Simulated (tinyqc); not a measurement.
What each parameter does: round or elliptic silicon nanowire with anisotropic valleys (Ritz method).

Wire along x = [110] on a (001) wafer, y = [-110], z = [001]. Valley groups (w = inverse masses): A, two valleys along z: w_y = 1/mt, w_z = 1/ml, m_x = mt; B, four valleys in the wafer plane: w_y = (1/ml + 1/mt)/2, w_z = 1/mt, m_x = (ml + mt)/2.

Hard wall on the ellipse (y/a)^2 + (z/b)^2 = 1, c = hbar^2/2m0. With u = y/a, v = z/b the operator is -c [(w_y/a^2) d2/du2 + (w_z/b^2) d2/dv2] on the unit disc. Basis (1 - u^2 - v^2) u^i v^j; S, X and Y are the disc integrals of f f', (df/du)(df'/du) and (df/dv)(df'/dv), from the integral of u^p v^q = 2 Gamma((p+1)/2) Gamma((q+1)/2)/((p + q + 2) Gamma((p+q+2)/2)) for even p, q; H = c (w_y X/a^2 + w_z Y/b^2).

Converged values use 21 functions of each parity class (e or o in u, then in v).

Constants: hbar^2/2m0 = 3.80998211 eV angstrom^2.

Values chosen for the exercise (near those of a Si nanowire; shifted at random, so the results belong to these values and not to a real crystal):

| symbol | value | unit | meaning |
|---|---|---|---|
| ml | 0.907 | m0 | longitudinal mass |
| mt | 0.188 | m0 | transverse mass |
| a | 15 | angstrom | semi-axis along y |
| b | 37 | angstrom | semi-axis along z |

Lowest level of groups A and B. Each row changes one parameter from the base and keeps the others.

Results:

| case | A (eV) | B (eV) | B - A (meV) |
|---|---|---|---|
| base | 0.2511 | 0.1977 | -53.4 |
| a = 18 angstrom | 0.1790 | 0.1511 | -27.9 |
| b = 40 angstrom | 0.2487 | 0.1910 | -57.7 |
| ml = 1.016 m0 | 0.2493 | 0.1949 | -54.5 |
| mt = 0.207 m0 | 0.2295 | 0.1819 | -47.6 |

The largest shifts from the base row, up to three for each result and ties (the steps differ in size, so this ranks the rows, not the parameters). A (eV): a -0.0722, mt -0.0216, b -0.0024. B (eV): a -0.0466, mt -0.0158, b -0.0067. B - A (meV): a +25.5, mt +5.8, b -4.3.

Run: tinyqc, `OMP_NUM_THREADS=1 python tinyqc.py 1251056 1251057 out.jsonl`; Intel(R) Xeon(R) Processor @ 2.30GHz, one thread, shared host; about 0.02 s of CPU time with all checks.
